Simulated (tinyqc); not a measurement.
# Reverse leakage of an n+-p junction: diffusion, generation, trap-assisted and band-to-band tunnelling: leakage components against the reverse bias

One-sided abrupt junction in the depletion approximation, x from the junction (0) to W on the p side, field F = F0 (1 - x/W). Flat quasi-Fermi levels, long p side. Traps generate through SRH with both lifetimes shortened by 1 + Gamma (Hurkx enhancement, form for moderate fields); band-to-band generation is local and needs a total bending above Eg.

ni = sqrt(Nc Nv) exp(-Eg/(2 Vt)), Eg in volts; Vbi = Vt ln(Na Nd/ni^2); W = sqrt(2 eps0 eps_r (Vbi + VR)/(q Na)); F0 = 2 (Vbi + VR)/W; FG = sqrt(24 mt m0 (kB T)^3)/(q hbar); J_diff = q ni^2 sqrt(Dn/tau)(1 - exp(-VR/Vt))/Na. u = (Vbi + VR)(1 - x/W)^2, p = Na exp(-u/Vt), n = Nd exp((u - Vbi - VR)/Vt); G0 = ni^2 (1 - exp(-VR/Vt))/(tau (n + p + 2 ni cosh(Et/Vt))); Gamma = 2 sqrt(3 pi)(F/FG) exp((F/FG)^2); trap-assisted part G0 Gamma; G_bb = Ab F^2.5 exp(-Bb/F) with F in V/cm, zero unless Vbi + VR > Eg, and counted as zero under 1 cm^-3 s^-1. Currents are q times the integrals over 0 to W; J_bb under 1e-8 of J is printed as 0; rows with F0/FG above 2.2, beyond the range of this Gamma, are left out.

Inputs (values chosen for the exercise); band and dielectric values close to those of silicon: temperature T = 400 K; band gap Eg = 1.12 eV; relative permittivity eps_r = 11.7; conduction-band density of states at T Nc = 4.34e19 cm^-3; valence-band density of states at T Nv = 4.16e19 cm^-3; acceptor density of the lighter side Na = 1e18 cm^-3; donor density of the heavier side Nd = 5e19 cm^-3; SRH lifetime of both carriers at zero field tau = 5e-7 s; trap level above the intrinsic level Et = 0 eV; tunnelling mass mt = 0.27 m0; electron diffusion coefficient on the lighter side Dn = 5.9 cm^2/s; band-to-band prefactor Ab = 7.5e14 cm^-0.5 V^-2.5 s^-1; band-to-band field constant Bb = 1.83e7 V/cm.

Constants: q = 1.602176634e-19 C, kB = 1.380649e-23 J/K, hbar = 1.054571817e-34 J s, m0 = 9.1093837015e-31 kg, Vt = kB T/q, eps0 = 8.8541878128e-14 F/cm where lengths are in cm. Results are converted to the units shown.

Leakage components against the reverse bias:

| VR (V) | F0 (kV/cm) | F0/FG | J_diff (A/cm^2) | J_SRH (A/cm^2) | J_TAT (A/cm^2) | J_bb (A/cm^2) | J (A/cm^2) | largest part |
|---|---|---|---|---|---|---|---|---|
| 0.2 | 608 | 1.03 | 7.67e-9 | 3.70e-7 | 2.48e-6 | 3.41e-10 | 2.86e-6 | trap-assisted tunnelling |
| 0.5 | 680 | 1.15 | 7.69e-9 | 7.34e-7 | 6.32e-6 | 1.34e-8 | 7.07e-6 | trap-assisted tunnelling |
| 0.8 | 745 | 1.26 | 7.69e-9 | 1.04e-6 | 1.13e-5 | 2.09e-7 | 1.26e-5 | trap-assisted tunnelling |
| 1.1 | 805 | 1.36 | 7.69e-9 | 1.32e-6 | 1.79e-5 | 1.82e-6 | 2.10e-5 | trap-assisted tunnelling |
| 1.4 | 861 | 1.46 | 7.69e-9 | 1.56e-6 | 2.64e-5 | 1.06e-5 | 3.85e-5 | trap-assisted tunnelling |
| 1.7 | 913 | 1.55 | 7.69e-9 | 1.79e-6 | 3.75e-5 | 4.60e-5 | 8.54e-5 | band-to-band tunnelling |
| 2 | 963 | 1.63 | 7.69e-9 | 2.00e-6 | 5.21e-5 | 1.62e-4 | 2.16e-4 | band-to-band tunnelling |
| 2.3 | 1.01e3 | 1.71 | 7.69e-9 | 2.20e-6 | 7.11e-5 | 4.82e-4 | 5.56e-4 | band-to-band tunnelling |
| 2.6 | 1.05e3 | 1.79 | 7.69e-9 | 2.39e-6 | 9.58e-5 | 0.00126 | 0.00136 | band-to-band tunnelling |

J rises from 2.86e-6 to 0.00136 A/cm^2. Trap-assisted tunnelling leads at VR = 0.2, band-to-band tunnelling from 1.7 on. The ratio J_TAT/J_SRH goes from 6.69 to 40.0 as F0/FG goes from 1.03 to 1.79.

Range of the model: The n+ side is degenerate, so Vbi from Boltzmann statistics is only a guide.

Numbers from tinyqc (`OMP_NUM_THREADS=1 python tinyqc.py 2290167 2290168 out.jsonl`; about 0.01 s on one thread of a shared Intel Xeon 2.30GHz).
